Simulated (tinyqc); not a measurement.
# Lifetime from the low-frequency admittance

Inverse problem. At low frequency a p+-n diode with a base of width wb has C_diff/G = (tau/2)(1 - 2 x/sinh 2x), x = wb/sqrt(Dp tau). Find tau, x and the limit of C_diff/G for infinite lifetime, wb^2/(3 Dp).

Inputs (values chosen for the exercise): hole diffusion coefficient Dp = 4.9 cm^2/s; width of the neutral base wb = 12 um.

G = 0.095918155 S/cm^2
C_diff = 0.0054417233 uF/cm^2

Answer. The ratio rises steadily with tau from tau/2 (long base) towards wb^2/(3 Dp) (short base), so one lifetime matches as long as the ratio is below that limit.

tau = 2.00e-7 s
x = 1.21
limit of C_diff/G = 9.80e-8 s

tinyqc, about 0.01 s, one thread, Intel Xeon 2.30GHz (shared host): `OMP_NUM_THREADS=1 python tinyqc.py 2890149 2890150 out.jsonl`
